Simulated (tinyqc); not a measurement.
Tension along [110]: repopulation and mass change: two-band k.p model of the Delta valleys near the X point under shear strain.

Valley pair on the [001] axis, kz counted from the X point, c = hbar^2/2m0, k0 = kx0 2 pi/a. H = (c kz^2/ml + c (kx^2 + ky^2)/mt + c k0^2/ml) 1 + (2 c k0 kz/ml) sigma_z + (D exy - 2 c kx ky/Mp) sigma_x, so E = c kz^2/ml + c (kx^2 + ky^2)/mt + c k0^2/ml -/+ sqrt((2 c k0 kz/ml)^2 + (D exy - 2 c kx ky/Mp)^2). Without strain the lower band has its minima, E = 0, at kz = +/- k0. Shifts from diagonal strain are left out.

For |eta| < 1: k_min = k0 sqrt(1 - eta^2), E_min = -Delta eta^2/2, ml(eta) = ml/(1 - eta^2), 1/m[110] = 1/mt + eta/Mp, 1/m[1-10] = 1/mt - eta/Mp. For |eta| > 1 the minimum sits at X: E_min = -Delta (2 |eta| - 1)/2, ml(eta) = ml/(1 - 1/|eta|), and eta is replaced by its sign in the transverse masses. Here Delta = 2 c k0^2/ml and eta = D exy/Delta.

s11 = (C11 + C12)/((C11 - C12)(C11 + 2 C12)), s12 = -C12/((C11 - C12)(C11 + 2 C12)), s44 = 1/C44; exx = s11 sxx + s12 (syy + szz) and cyclic, exy = s44 sxy/2; tension is positive. A uniaxial stress X along the unit vector n is s_ij = X n_i n_j.

Constants: hbar^2/2m0 = 3.80998211 eV angstrom^2; kB = 8.617333262e-05 eV/K.

Values chosen for the exercise (near those of Si; shifted at random, so the results belong to these values and not to a real crystal): a = 5.447 angstrom (lattice constant); ml = 0.915 m0 (longitudinal mass); mt = 0.199 m0 (transverse mass); kx0 = 0.152 2 pi/a (distance of the minimum from X); D = 12.9 eV (shear deformation potential); Mp = 0.233 m0 (coupling mass); C11 = 164.5 GPa; C12 = 64 GPa; C44 = 78.9 GPa; Xu = 8.96 eV (uniaxial potential); T = 350 K (temperature).

The z valleys move against the x and y valleys by Xu (ezz - exx) and, through the shear, by E_min. Share of the z valleys n = w/(w + 2 exp(dE/kT)), dE the total relative shift, w = sqrt(ml(eta) m[110] m[1-10]/(ml mt^2)). Along [110]: 1/m_c = n/m[110] + (1 - n)(1/ml + 1/mt)/2. Fixed masses means E_min = 0, w = 1, m[110] = mt. Gains are against 3/(1/ml + 2/mt) at a fixed scattering time.

Results:
```
X (GPa)  Xu (ezz - exx) (meV)  E_min (meV)  m[110]  m_c fixed masses  m_c with shear  gain fixed (%)  gain with shear (%)
0.00                      0.0          0.0  0.1990            0.2692          0.2692             0.0                  0.0
0.25                    -11.1         -0.2  0.1924            0.2574          0.2525             4.6                  6.6
0.50                    -22.3         -0.8  0.1863            0.2460          0.2348             9.4                 14.7
1.00                    -44.6         -3.3  0.1751            0.2268          0.2019            18.7                 33.3
1.50                    -66.9         -7.3  0.1652            0.2140          0.1775            25.8                 51.7
2.00                    -89.2        -13.1  0.1564            0.2066          0.1612            30.3                 67.0
3.00                   -133.7        -29.4  0.1412            0.2008          0.1418            34.1                 89.9
```

How do the results move, and what explains it?

At 1 GPa repopulation alone gives 18.7 % and the shear terms raise it to 33.3 %. From 2 to 3 GPa the fixed-mass gain grows by 3.8 points, towards its ceiling of 35.3 % when all electrons sit in the z valleys, whereas the gain with shear grows by 22.9 points because m[110] keeps falling.

Computed by tinyqc, a small Python program: `OMP_NUM_THREADS=1 python tinyqc.py 1050854 1050855 out.jsonl` (the numbers bound the seed that draws the inputs); one thread of a shared host (Intel(R) Xeon(R) Processor @ 2.30GHz), about 0.01 s for the whole set of steps.
